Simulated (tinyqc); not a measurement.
Band bending at a free surface with one surface level, surface photovoltage and Kelvin probe: photovoltage against injection.

n-type bulk, xi = Ec - EF = Vt ln(Nc/Nd), p0 = ni^2/Nd, ni = sqrt(Nc Nv) exp(-Eg/(2 Vt)), Eg in volts. b is the upward band bending, u = b/Vt. Space charge per area, in units of q: Qc = sign(b) sqrt((2 eps0 eps_r Vt/q) [(Nd + dn)(exp(-u) - 1) + Nd u + (p0 + dn)(exp(u) - 1)]), with dn the excess density under light (flat quasi-Fermi levels; 0 in the dark). The level holds -Ns f, f = 1/(1 + exp((xi + b - Es)/Vt)). Neutrality: Qc + Qf + (charge of the states) = 0.

Under chopped light the surface charge keeps its dark value, so b falls to bL with Qc(bL, dn) = Qc(b, 0); the photovoltage is b - bL.

Parameters, values chosen for the exercise; band and dielectric values close to those of indium phosphide: temperature T = 300 K; band gap Eg = 1.33 eV; relative permittivity eps_r = 12.4; conduction-band density of states at T Nc = 5.73e17 cm^-3; valence-band density of states at T Nv = 1.12e19 cm^-3; donor density Nd = 7.8e15 cm^-3; fixed positive charge at the surface Qf = 0 cm^-2; density of an acceptor-like surface level Ns = 4.8e11 cm^-2; its depth below the conduction edge Es = 0.49 eV.

Constants: q = 1.602176634e-19 C, kB = 1.380649e-23 J/K, Vt = kB T/q, eps0 = 8.8541878128e-14 F/cm where lengths are in cm. Results are converted to the units shown.

Result of one run:
```
bL (V)  photovoltage (mV)  share of b removed (%)
0.3882             0.1102                 0.02837
```

Which excess carrier density under light dn gave this result: 1e7, 1.7e8, 2.8e9, 7.7e11 or 3.5e15 cm^-3?

dn = 1e7 cm^-3.

The whole series:
```
dn (cm^-3)   bL (V)  photovoltage (mV)  share of b removed (%)
1e7          0.3882             0.1102                 0.02837
1.7e8        0.3866              1.757                  0.4525
2.8e9        0.3719              16.42                   4.227
4.7e10       0.3312              57.10                   14.71
7.7e11       0.2763              112.0                   28.84
1.3e13       0.2146              173.7                   44.73
2.1e14       0.1509              237.4                   61.14
3.5e15      0.08609              302.2                   77.83
5.7e16      0.03284              355.5                   91.54
```

The photovoltage rises from 0.110 to 355 mV, towards the full b = 388 mV. Its steepest rise is 53.1 mV a decade (Vt ln 10 = 59.5 mV), and it reaches 91.5 % of b in the last row: even strong light does not flatten the bands fully, so a saturation reading understates b. For dn = 5.7e16 the injection is high, and a Dember voltage, left out here, adds to the signal.

Computed by the program tinyqc: `OMP_NUM_THREADS=1 python tinyqc.py 2430164 2430165 out.jsonl`, one thread of a shared Intel Xeon 2.30GHz, about 0.01 s for the whole run.
